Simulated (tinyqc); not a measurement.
Carrier lifetime from Shockley-Read-Hall, radiative, Auger and surface recombination: one step, computed by the program tinyqc. Command: `OMP_NUM_THREADS=1 python tinyqc.py 3006302 3006303 out.jsonl lifetime walk`. One thread of a shared host (Intel(R) Xeon(R) Processor @ 2.30GHz), about 0.02 s of CPU time with the checks.

Energies are counted from the top of the valence band. Boltzmann statistics, full ionisation, and equal excess densities of electrons and holes.

Question. Surface lifetime. The slowest diffusion mode has x tan x = S W/(2 D) with 0 < x < pi/2 (bisection), and tau_s = W^2/(4 x^2 D). The common approximation is W/(2 S) + W^2/(pi^2 D).

Inputs (values chosen for the exercise, for a model semiconductor): diffusion coefficient D = 59 cm^2/s; surface velocity S = 55000 cm/s; thickness W = 6.2 micrometre.

Doping: p-type. Surface term: two equal surfaces.

Give: x; tau_s; approximate tau_s.

Answer.

x = 0.51301

tau_s = 6.1891e-09 s

approximate tau_s = 6.2965e-09 s

The approximation is off by 1.7 %. Surface and diffusion both limit.
